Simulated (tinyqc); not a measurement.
# Worked calculation: short-channel transistor, virtual-source model with series resistance

tinyqc, about 0.01 s, one thread, Intel Xeon 2.30GHz (shared host): `OMP_NUM_THREADS=1 python tinyqc.py 2380014 2380015 out.jsonl` Printed values are rounded.

The current per gate width is the charge at the top of the source barrier (the virtual source) times its velocity times a saturation function; al and be are fitting constants of the model. Units: I in uA/um, Rs in ohm um, so I Rs = 1e-6 I Rs in volts; Q in uC/cm^2, so I = 1e-4 Q vx0 Fsat with vx0 in cm/s.

Inputs (values chosen for the exercise): temperature T = 350 K; inversion capacitance Cinv = 3.01 uF/cm^2; velocity at the virtual source vx0 = 3.01e7 cm/s; apparent mobility mu = 180 cm^2/(V s); channel length L = 12 nm; threshold at zero drain voltage VT0 = 0.46 V; drain-induced barrier lowering dl = 0.066 V/V; subthreshold factor n0 = 1.34; growth of n with drain voltage nd = 0 1/V; threshold shift (in units of Vt) from weak to strong inversion al = 3.5; sharpness of saturation be = 1.4; series resistance of each contact Rs = 150 ohm um; gate voltage Vgs = 0.7 V; drain voltage Vds = 0.35 V.

Constants: q = 1.602176634e-19 C, kB = 1.380649e-23 J/K, Vt = kB T/q. Results are converted to the units shown.

## Iteration 1: current through the series resistance

I at the start = 0 uA/um

Intrinsic voltages Vg' = Vgs - I Rs, Vd' = Vds - 2 I Rs. n = n0 + nd Vd', VT = VT0 - dl Vd', Ff = 1/(1 + exp((Vg' - VT + al Vt/2)/(al Vt))), Q = Cinv n Vt ln(1 + exp((Vg' - VT + al Vt Ff)/(n Vt))), Vdsat = (vx0 L/mu)(1 - Ff) + Vt Ff, Fsat = u/(1 + u^be)^(1/be) with u = Vd'/Vdsat, and I(out) = Q vx0 Fsat per width. (Fsat takes the sign of u.) Newton step: I(new) = I + (I(out) - I)/(1 - s), s = dI(out)/dI by a central difference with +/- 0.001 uA/um.

Vg' = 0.7 V
Vd' = 0.35 V
VT = 0.4369 V
Ff = 0.04777193
Q = 0.8072699 uC/cm^2
Vdsat = 0.1925213 V
Fsat = 0.7733513
I(out) = 1879.153 uA/um
s = -1.584078
I after iteration 1 = 727.2042 uA/um

## Iteration 2: current through the series resistance

As before.

Vg' = 0.5909194 V
Vd' = 0.1318387 V
VT = 0.4512986 V
Ff = 0.1391177
Q = 0.4671059 uC/cm^2
Vdsat = 0.1769463 V
Fsat = 0.5182558
I(out) = 728.6618 uA/um
s = -1.602778
I after iteration 2 = 727.7642 uA/um

## Iteration 3: current through the series resistance

As before.

Vg' = 0.5908354 V
Vd' = 0.1316707 V
VT = 0.4513097 V
Ff = 0.1392256
Q = 0.4668593 uC/cm^2
Vdsat = 0.1769279 V
Fsat = 0.5178907
I(out) = 727.7642 uA/um
s = -1.602882
I after iteration 3 = 727.7642 uA/um

## Course of the iteration: current through the series resistance

Stop when I changes by less than 1e-7 uA/um, or after 80 iterations.

Course of the iteration:

| iteration | I (uA/um) | \|change\| (uA/um) |
|---|---|---|
| 1 | 727.2042 | 727 |
| 2 | 727.7642 | 0.560 |
| 3 | 727.7642 | 1.13e-5 |
| 4 | 727.7642 | < 1e-10 |

Converged in 4 iterations. The change falls from 730 in the first iteration to below the tolerance in the last.

## What the series resistance costs

converged I = 727.7642 uA/um
I0 = 1879.153 uA/um

Intrinsic voltages Vg' = Vgs - I Rs, Vd' = Vds - 2 I Rs. n = n0 + nd Vd', VT = VT0 - dl Vd', Ff = 1/(1 + exp((Vg' - VT + al Vt/2)/(al Vt))), Q = Cinv n Vt ln(1 + exp((Vg' - VT + al Vt Ff)/(n Vt))), Vdsat = (vx0 L/mu)(1 - Ff) + Vt Ff, Fsat = u/(1 + u^be)^(1/be) with u = Vd'/Vdsat, and I = Q vx0 Fsat per width. I0 is the current for Rs = 0. Effective velocity I/Q; transit time L Q/I.

loss against I0 = 61.27168 %
effective velocity = 1.558851e7 cm/s
transit time = 0.07697977 ps

The carriers leave the virtual source at 51.8 % of vx0: Vd' is not large against Vdsat.
